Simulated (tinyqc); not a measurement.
Inside a calculation. Method: Hubbard chain of 2 sites. One step of it, computed by the program tinyqc.

Question. The many-body Hamiltonian. Basis: all placements (u, d, 2, 0 on each site), up operators ordered before down ones; hops carry the sign of the same-spin electrons passed.

one-body matrix (hopping and site energies) (eV), order 1, 2:
```
[[0.000000, -0.890000],
 [-0.890000, 0.000000]]
```

U = 7.500000 eV

electrons, up and down: [1, 1]

Give: H.

Answer.

H (eV), order 20, ud, du, 02:
```
[[7.5000, -0.8900, -0.8900, 0.0000],
 [-0.8900, 0.0000, 0.0000, -0.8900],
 [-0.8900, 0.0000, 0.0000, -0.8900],
 [0.0000, -0.8900, -0.8900, 7.5000]]
```
